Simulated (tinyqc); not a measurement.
Worked calculation: lattice vibrations of a chain. One step of it, computed by the program tinyqc.

Question. Dynamical matrix at q = 0.42. q is in units of 2 pi/a. A spring k from atom i to atom j, n cells on, adds k to Phi_ii and Phi_jj, -k exp(2 pi i q n) to Phi_ij and the conjugate to Phi_ji (for one atom a cell: 2k (1 - cos 2 pi q n)); D_ij = Phi_ij / sqrt(m_i m_j).

A chain moving along its axis:
```
atom                 mass (u)  spring to the next atom (eV/angstrom^2)
1                  101.200000                                 2.700000
2                   57.800000                                24.700000
3                  100.100000                                27.400000
4                  106.000000                                 7.200000
second neighbours           -                                 2.600000
```

Give: D(q).

Answer.

D(q) (eV/(angstrom^2 u)):
$$\begin{pmatrix}
0.149 & -0.035 & -0.003+0.012i & 0.061+0.033i \\
-0.035 & 0.564 & -0.325 & -0.004+0.016i \\
-0.003-0.012i & -0.325 & 0.572 & -0.266 \\
0.061-0.033i & -0.004-0.016i & -0.266 & 0.375
\end{pmatrix}$$
